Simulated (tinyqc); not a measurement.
Chemical shift by three methods: effective-mass impurity with a central-cell term, in a basis of Slater functions. Computed by tinyqc, a small Python program. Command: `OMP_NUM_THREADS=1 python tinyqc.py 3021070 3021071 out.jsonl centralcell walk`. One thread of a shared host (Intel(R) Xeon(R) Processor @ 2.30GHz), about 0.01 s of CPU time with the checks.

The envelope obeys H = -nabla^2 - (2/r) [Z + A exp(-kappa r)] in effective units, with kappa = a*/lambda; positive A deepens the well near the core.

Inputs (values chosen for the exercise, for a model semiconductor):
```
quantity                   value      unit
effective mass m            0.64       m_0
dielectric constant eps     11.5         -
charge Z of the core           1         -
central-cell strength A      2.1         -
central-cell range lambda    1.6  angstrom
```

Impurity: acceptor, one isotropic band.

Constants: Ry = 13.605693123 eV; a_0 = 0.529177210903 angstrom.

Method:
- Units: Ry* = Ry m/eps^2 and a* = a_0 eps/m, with m in m_0.
- kappa = a*/lambda; the hydrogenic ground state is bound by Z^2 Ry*.
- For s functions exp(-zeta r), with s = zeta_i + zeta_j: S = 2/s^3, T = zeta_i zeta_j S, V = -2 Z/s^2, W = -2 A/(s + kappa)^2; each function is normalised by dividing by sqrt(S_ii S_jj).
- Large basis: zeta_i = 0.06 x 1.6^(i-1), i = 1..22, same formulas; for p functions r exp(-zeta r): S = 24/s^5, T = zeta_i zeta_j S (centrifugal term included), V = -12 Z/s^4, W = -12 A/(s + kappa)^4; overlap eigenvalues below 1e-11 are dropped.
- First order: shift = 8 A Z^3/(2 Z + kappa)^2 Ry*. One exponent: minimise zeta^2 - 2 Z zeta - 8 A zeta^3/(2 zeta + kappa)^2 by golden section on 0.2 to 6 Z. All shifts are the binding beyond Z^2 Ry*.

kappa = 5.94291 1/a*

Ry* = 65.8423 meV

hydrogenic binding energy = 65.8423 meV

Shift of the 1s binding energy (meV):
```
A       first order  one exponent  large basis
-2.100      -17.533       -12.502      -11.235
-1.050       -8.766        -7.280       -6.863
0.210         1.753         1.829        1.854
0.525         4.383         4.895        5.062
1.050         8.766        11.107       11.898
2.100        17.533        30.505       34.842
2.620        21.874        46.416       54.019
```

What follows from these numbers?

The three columns are ordered, first order <= one exponent <= large basis, since each is a variational bound with more freedom. At the largest attractive A first order gives 40 % and one exponent 86 % of the shift; at the most repulsive A the true shift is -11.235 meV against -17.533. Attraction pulls the envelope in and feeds itself, repulsion pushes it out and saturates.

Extremes, crossings and ranges named in words are read from the listed rows.
